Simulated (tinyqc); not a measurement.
Efficiency against current: defect, radiative and Auger recombination at equal electron and hole densities (ABC model).

J/(e d) = Ae n + B n^2 + C n^3 with Ae = A + 4 S/w (four side walls, carriers spread evenly), e = 1.602176634e-19 C, lengths in cm; internal efficiency IQE = B n^2/(Ae n + B n^2 + C n^3); all injected carriers recombine in the layer.

Values chosen for the exercise (orders of magnitude like those quoted for InP; not measured data):
- A = 50000000 1/s (defect rate)
- B = 8.7e-11 cm^3/s (radiative coefficient)
- C = 4.9e-31 cm^6/s (Auger coefficient)
- S = 2200 cm/s (recombination velocity of the side walls)
- w = 2.1 micrometre (side of the square mesa)
- d = 57 nm (active thickness)

The slope is d ln(B n^2)/d ln J = 2 (Ae + B n + C n^2)/(Ae + 2 B n + 3 C n^2).

Results:
```
J (A/cm^2)  n (1/cm^3)    IQE  slope  differential lifetime (ns)
20            2.00e+17  0.159  1.725                        7.89
70            5.48e+17  0.341  1.489                        5.33
3.0e+02       1.48e+18  0.581  1.257                        2.83
1.0e+03       3.04e+18  0.733  1.138                        1.58
4.0e+03       6.48e+18  0.834  1.056                       0.781
2.0e+04       1.48e+19  0.866  0.995                       0.335
7.0e+04       2.72e+19  0.839  0.954                       0.169
3.0e+05       5.35e+19  0.757  0.904                      0.0735
1.0e+06       9.09e+19  0.656  0.859                      0.0356
4.0e+06       1.62e+20  0.521  0.809                      0.0150
```

IQE peaks at 0.866 for J = 1.72e+04 A/cm^2, where the slope passes 1. It is 0.159 at the lowest current and 0.521 at the highest, a droop of 40 %. The slope runs from 1.72 to 0.81; its limits are 2 (defects alone), 1 (radiation alone) and 2/3 (Auger alone). Rows above 1e5 A/cm^2 (3 of them) are formal: heating, left out, would destroy a real device. In the 7 rows above about 2e18 1/cm^3 the bands are degenerate: B saturates and stimulated emission, left out, would clamp n in a laser cavity.

(tinyqc, `OMP_NUM_THREADS=1 python tinyqc.py 1650399 1650400 out.jsonl`, Intel(R) Xeon(R) Processor @ 2.30GHz, 1 thread, shared host, about 0.01 s.)
